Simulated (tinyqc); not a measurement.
## Pillar capacitor in an array: capacitance, non-linearity, leakage and relaxation: cell against the film thickness

A film between two metal electrodes, each interface adding a series capacitance ci. The small-signal permittivity is ek (1 + aq E^2); the field is found with the linear permittivity. Leakage J = J0 sinh(E/Ef). After a voltage step the film passes a relaxation current kr C V tt^(-nr), tt being the time in seconds. The sidewall is a coaxial capacitor with radii a = dm/2 and b = dm/2 + t, depth AR dm; the end face is left out.

Per length 1/c = ln(b/a)/(2 pi eps0 ek) + (1/a + 1/b)/(2 pi ci); cell capacitance c AR dm; per footprint over pt^2; fields c V/(2 pi eps0 ek r) at r = a and b; resistance of the inner electrode rho AR dm/(pi a^2); time constant R C/3 of the distributed line.

Parameters, values chosen for the exercise; permittivity of the order of that of tantalum oxide: relative permittivity of the film ek = 25.3; capacitance of each electrode interface (dead layer and screening) ci = 170 uF/cm^2; bias V = 1.7 V; diameter of the pillar dm = 36 nm; aspect ratio, depth over diameter AR = 50; pitch of the square array pt = 64 nm; resistivity of the inner electrode rho = 420 uohm cm.

Constants: eps0 = 8.8541878128e-14 F/cm where lengths are in cm. Results are converted to the units shown.

The same in every row: R (kohm) = 7.427.

Results:
```
t (nm)	cell capacitance (fF)	per footprint (uF/cm^2)	field at a (MV/cm)	field at b (MV/cm)	R C/3 (ps)
1.4	28.46	694.9	10.61	9.844	70.46
1.8	23.18	566.0	8.642	7.856	57.39
2.5	17.62	430.1	6.568	5.767	43.62
3.3	13.93	340.1	5.194	4.389	34.49
4.5	10.72	261.7	3.996	3.197	26.54
8.2	6.534	159.5	2.436	1.673	16.18
```

Estimate the missing row, t = 6.1 nm.

Computed row:
```
t (nm)	cell capacitance (fF)	per footprint (uF/cm^2)	field at a (MV/cm)	field at b (MV/cm)	R C/3 (ps)
6.1	8.317	203.0	3.100	2.316	20.59
```

With this row back in the table: As t goes from 1.4 to 8.2, the cell capacitance falls from 28.5 to 6.53 fF, the capacitance per footprint falls from 695 to 160 uF/cm^2, the ratio of the two fields rises from 1.08 to 1.46 and R C/3 falls from 70.5 to 16.2 ps; the time constant goes as t^(-0.82) between the first two rows and t^(-0.82) between the last two.

Program tinyqc, `OMP_NUM_THREADS=1 python tinyqc.py 2102126 2102127 out.jsonl`; Intel Xeon 2.30GHz, shared host, one thread, about 0.01 s.
